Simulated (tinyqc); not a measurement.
## Composition from the perpendicular lattice constant

Inverse problem. The layer is x parts of the first compound and 1 - x of the second, grown coherently on the second as substrate and barrier. Rows of the table: lattice constant a, average valence level Ea on an absolute scale, spin-orbit splitting so, gaps at Gamma, X and L, hydrostatic deformation potentials av and ac (Gamma), shear potential b, elastic constants, electron and heavy-hole (along z) masses. All are interpolated linearly in x; gaps get -C x (1 - x), taken wholly in the conduction band; real line-ups can differ from this model by 0.1 eV or more. In-plane strain e = (a_substrate - a)/a, e_z = -2 (c12/c11) e, volume change 2 e + e_z. X-ray diffraction gives a_z = a (1 + e_z) of the coherent layer. Find x, e and the relaxed Gamma gap.

Values chosen for this exercise: bowing of the Gamma gap CG = 0.1 eV; bowing of the X gap CX = 0.27 eV; bowing of the L gap CL = 0.27 eV.

Binary compounds, values chosen for the exercise:
```
	close to InAs	close to InP
a (angstrom)	6.058	5.869
Ea (eV)	-6.67	-7.04
so (eV)	0.384	0.109
EG (eV)	0.351	1.35
EX (eV)	1.36	2.22
EL (eV)	1.08	1.9
av (eV)	0.986	1.26
ac (eV)	-5.12	-5.03
b (eV)	-1.79	-1.7
c11 (GPa)	82.9	101
c12 (GPa)	45.7	56.5
me (m0)	0.0232	0.0796
mh (m0)	0.326	0.535
```

lattice constant along the growth direction = 5.98889644 angstrom

Answer. a_z changes steadily with x, about (1 + 2 c12/c11) times as fast as the relaxed lattice constant, so one composition matches.

x = 0.3000
e = -0.9568 %
relaxed Gamma gap = 1.029 eV

Computed by the program tinyqc: `OMP_NUM_THREADS=1 python tinyqc.py 2690106 2690107 out.jsonl`, one thread of a shared Intel Xeon 2.30GHz, about 0.01 s for the whole run.
